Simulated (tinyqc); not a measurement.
Pull-up strength from the switching point.

Inverse problem. Transistor (EKV form, voltages against the body): I = 2 n b Vt^2 [F(vp - Vs) - F(vp - Vd)] from drain to source, F(v) = ln^2(1 + exp(v/(2 Vt))), vp = (Vg - VT + sg |Vd - Vs|)/n. n-channel bodies are at 0; for the p-channel device all voltages are counted down from Vdd. b in uA/V^2 gives I in uA. In an inverter In(Vg = Vd = VM) equals Ip at the switching point VM. Find bp and the current there.

Values chosen for this exercise:
- T = 293 K (temperature)
- Vdd = 0.6 V (supply voltage)
- n = 1.35 (slope factor)
- sg = 0.1 (drain-induced barrier lowering)
- VTn = 0.31 V (n-channel threshold)
- VTp = 0.33 V (p-channel threshold (magnitude))
- bn = 180 uA/V^2 (gain factor of the pull-down transistor)

Constants: q = 1.602176634e-19 C, kB = 1.380649e-23 J/K, Vt = kB T/q. Results are converted to the units shown.

VM = 0.275511040 V

Solution. Ip is proportional to bp, so bp is In(VM) over the p-channel current for unit b.

bp = 90.0 uA/V^2
current at VM = 0.128 uA

Program tinyqc, `OMP_NUM_THREADS=1 python tinyqc.py 2340039 2340040 out.jsonl`; Intel Xeon 2.30GHz, shared host, one thread, about 0.04 s.
